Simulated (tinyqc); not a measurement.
CCSD on RHF in the sto-3g basis, for H2, spin multiplicity 1, step by step. One step of it, computed by the program tinyqc.

Problem. CCSD: starting amplitudes. t_ij^ab = <ij||ab> / (e_i + e_j - e_a - e_b), whose energy is MP2.

orbital energies (hartree): MO1 -0.534125, MO2 0.565318

Two-electron integrals over orbitals (pq|rs), unique and non-zero (hartree):
```
(11|11) 0.653132   (21|21) 0.187800   (22|11) 0.644486   (22|22) 0.677329
```

Give: Starting amplitudes; correlation energy.

Solution.

Starting amplitudes (spin orbitals 1a, 1b, ...; amplitudes related by a flip of all spins are not repeated):
```
from      to        t
1a 1b  2a 2b  -0.0854
```

correlation energy = -0.016039 hartree
